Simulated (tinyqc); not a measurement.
Gupta-type many-body potential for a metal: one step, computed by the program tinyqc. Command: `OMP_NUM_THREADS=1 python tinyqc.py 3031519 3031520 out.jsonl gupta walk`. One thread of a shared host (Intel(R) Xeon(R) Processor @ 2.30GHz), about 0.02 s of CPU time with the checks.

E_i = sum_j A exp(-p (r_ij/r0 - 1)) - xi rho_i^gamma, with rho_i = sum_j exp(-2 q (r_ij/r0 - 1)); gamma = 1/2 is the tight-binding second-moment form. The crystal is fcc unless stated; d is the neighbour distance and a fixed number of shells is kept.

Task: Shell terms at equilibrium. fcc shells: d sqrt(k), k = 1..5, with 12, 6, 24, 12, 24 atoms; Omega = d^3/sqrt2. Repulsion and density of one neighbour in each shell, and their sums.

Inputs (values chosen for the exercise, modelled on lead):

| quantity | value | unit |
|---|---|---|
| repulsion A | 0.0947 | eV |
| decay p | 9.55 | - |
| decay q | 3.71 | - |
| reference distance r0 | 3.501 | angstrom |
| shells kept | 3 | - |

neighbour distance d = 3.466660 angstrom

Give: Shells; repulsive energy; density rho.

Result:

Shells:

| shell | count | r (angstrom) | repulsion (eV) | density |
|---|---|---|---|---|
| 1 | 12 | 3.4667 | 1.0400e-01 | 1.0755 |
| 2 | 6 | 4.9026 | 2.0698e-03 | 0.0513 |
| 3 | 24 | 6.0044 | 1.0248e-04 | 0.0050 |

repulsive energy = 1.2629 eV

density rho = 13.333
